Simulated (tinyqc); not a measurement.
# From sigma_xx back to tau_0

Model: Hall factor, magnetoresistance and optical conductivity for a power-law relaxation time. Computed by tinyqc, a small Python program. Command: `OMP_NUM_THREADS=1 python tinyqc.py 3020277 3020278 out.jsonl magneto inv`. One thread of a shared host (Intel(R) Xeon(R) Processor @ 2.30GHz), about 0.02 s of CPU time with the checks.

One spherical parabolic band, tau(E) = tau_0 x^s with x = E/(k_B T). Landau quantisation is left out.

Inputs (values chosen for the exercise, with a mass close to that of electrons in GaN):
```
quantity                 value  unit
effective mass m           0.2   m_0
exponent s                 1.5     -
reduced Fermi level eta     -8     -
temperature T              350     K
magnetic field B           0.9     T
```

Constants: m_0 = 9.1093837015e-31 kg; k_B = 1.380649e-23 J/K; hbar = 1.054571817e-34 J s; e = 1.602176634e-19 C.

Method:
- <y> = int y x^(3/2) f (1 - f) dx / int x^(3/2) f (1 - f) dx, f = 1/(1 + exp(x - eta)).
- Integrals over x = E/(k_B T) use 160 Gauss-Legendre points in u = sqrt(x) from 0 to sqrt(max(eta, 0) + 45).
- n = (2 m k_B T)^(3/2)/(3 pi^2 hbar^3) int x^(3/2) f (1 - f) dx; moments in units of tau_0.
- mu = e <tau>/m; weak field r_H = <tau^2>/<tau>^2 and MR = c (mu B)^2, c = <tau^3>/<tau>^3 - r_H^2; strong field r_H = 1 and MR = <tau> <1/tau> - 1.
- With w_c = e B/m: sigma_xx = (n e^2/m) <tau/(1 + w_c^2 tau^2)>, sigma_xy = (n e^2/m) <w_c tau^2/(1 + w_c^2 tau^2)>; r_H = (n e/B) sigma_xy/(sigma_xx^2 + sigma_xy^2); MR = sigma_0 sigma_xx/(sigma_xx^2 + sigma_xy^2) - 1, sigma_0 = n e^2 <tau>/m.

Problem. A run gave the result below. Find the tau_0, known to lie between 69 and 140 fs.

sigma_xx = 0.3992255 S/cm

Solution.

Each step takes the trial c = (a f_b - b f_a)/(f_b - f_a), f being the result less the target and a, b, c the logarithms of the listed values; c replaces end b, the old b replaces a if the sign of f changed, and otherwise f_a is halved.

Scan of the range:
```
tau_0 (fs)  sigma_xx (S/cm)
69.0               0.336860
77.6               0.364965
87.4               0.393870
98.3               0.422504
111.0              0.451740
124.0              0.477660
140.0              0.504800
```

False position (Illinois rule, in the logarithm of the input) inside the bracket:
```
step    end a    end b    trial  sigma_xx (S/cm)
1     87.4000  98.3000  89.3425         0.399232
2     87.4000  89.3425  89.3375         0.399219
3     89.3425  89.3375  89.3400         0.399226
```

sigma_xx rises at every point of a 13-point scan of the range (every second point is shown), so one value fits; it is bracketed by 87.4 and 98.3. Answer: tau_0 = 89.34 fs.
